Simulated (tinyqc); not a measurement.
## Trap spacing and activation energy from three currents

Problem. In its exponential range, without heating, an amorphous layer of thickness ua passes I = (I0/2) exp[-(Ea - q V dz/(2 ua))/kB T]. Find dz, Ea and I0.

Values chosen for this exercise:
```
symbol  value  unit              meaning
ua         25    nm  amorphous thickness
```

Constants: q = 1.602176634e-19 C, kB = 1.380649e-23 J/K. Results are converted to the units shown.

I at (0.19 V, 330 K), (0.29 V, 330 K) and (0.29 V, 370 K) (nA): [3874.0212, 7093.1858, 18356.831]

Solution. The two voltages give dz/ua, the two temperatures the lowered barrier.

dz = 8.600 nm
Ea = 0.3000 eV
I0 = 93.70 mA

Computed by the program tinyqc: `OMP_NUM_THREADS=1 python tinyqc.py 2490037 2490038 out.jsonl`, one thread of a shared Intel Xeon 2.30GHz, about 0.01 s for the whole run.
